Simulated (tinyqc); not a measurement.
# Threshold switch as oscillator and as selector in a crossbar, step by step

Computed by the program tinyqc: `OMP_NUM_THREADS=1 python tinyqc.py 2490012 2490013 out.jsonl`, one thread of a shared Intel Xeon 2.30GHz, about 0.01 s for the whole run. Printed values are rounded.

Off state: I = Ith sinh(V/V0)/sinh(Vth/V0) up to Vth. On state: V = Vh + I Ron down to the holding current Ih, at Vl = Vh + Ih Ron. Switching is instantaneous.

Parameters, values chosen for the exercise; values of the order of Ge-Sb-Te and related chalcogenides:
- Vth = 2.8 V (threshold voltage)
- Vh = 1.09 V (holding voltage)
- Ron = 0.65 kohm (on-state resistance)
- Ith = 0.71 uA (current at threshold)
- V0 = 0.2 V (voltage scale of the off-state sinh)
- Ih = 49 uA (holding current)
- C = 210 fF (capacitance across the switch)
- N = 256 (rows and columns of the array)
- Vs = 4.45 V (supply voltage)
- RL = 140 kohm (load resistance)

Range of the model: Delay times, drift of Vth and line resistance are left out.

## Relaxation oscillation

With a load RL from Vs and C across the switch, it oscillates if the load line misses both branches: (Vs - Vl)/Ih < RL < (Vs - Vth)/Ith. Charging without leakage takes RL C ln[(Vs - Vl)/(Vs - Vth)]; discharging takes (RL || Ron) C ln[(Vth - Ve)/(Vl - Ve)], Ve = (Vs Ron + Vh RL)/(Ron + RL).

Vl = 1.121850 V
smallest RL = 67.92143 kohm
largest RL = 2323.944 kohm
charging time = 20.62825 ns
Ve = 1.105528 V
discharging time = 0.6307872 ns
frequency = 47.03881 MHz

With the off-state leakage included the charging takes 20.81 ns, 0.88 % above this value.

## Leakage in a crossbar

In an N x N array driven at Vs, the V/2 scheme puts Vs/2 on 2 (N - 1) cells; the V/3 scheme puts Vs/3 on all N^2 - 1 others, N - 1 of them on the selected row. Row leakage is (N - 1) I; wasted power is the number of cells times V I.

I at Vs/2 = 40.05546 nA
row leakage, V/2 = 10.21414 uA
wasted power, V/2 = 45.45293 uW
I at Vs/3 = 0.9820935 nA
row leakage, V/3 = 0.2504339 uA
wasted power, V/3 = 95.46956 uW

The V/3 scheme cuts the row leakage by 40.8 and raises the wasted power by a factor of 2.10.
